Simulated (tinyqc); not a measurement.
From results back to parameters: Lorentz oscillators and the Kramers-Kronig relations. Five cases, with inputs chosen for the exercise.

Problem. At normal incidence from vacuum the amplitude r = (1 - N)/(1 + N) with N = n + i k is written r = -sqrt(R) exp(i theta). R and the phase theta are given.

Find: n; k; eps1; eps2.

Method. N = (1 - r)/(1 + r) = (1 + sqrt(R) exp(i theta))/(1 - sqrt(R) exp(i theta)); eps = N^2.

Case 1.

R = 0.010344
theta = 0.012562 rad

Solution.

n = 1.226
k = 0.003
eps1 = 1.50
eps2 = 0.01

Case 2.

R = 0.654082
theta = 0.428686 rad

Solution.

n = 1.891
k = 3.675
eps1 = -9.93
eps2 = 13.90

Case 3.

R = 0.552580
theta = 1.759538 rad

Solution.

n = 0.244
k = 0.797
eps1 = -0.58
eps2 = 0.39

Case 4.

R = 0.362560
theta = 0.649181 rad

Solution.

n = 1.581
k = 1.805
eps1 = -0.76
eps2 = 5.71

Case 5.

R = 0.169111
theta = 0.054586 rad

Solution.

n = 2.388
k = 0.129
eps1 = 5.69
eps2 = 0.62

Computed by tinyqc, one run a case: `OMP_NUM_THREADS=1 python tinyqc.py N N+1 out.jsonl` with N = 1652662, 1652694, 1680117, 1680158, 1680239; one thread of a shared Intel(R) Xeon(R) Processor @ 2.30GHz, about 0.2 s a run at most.
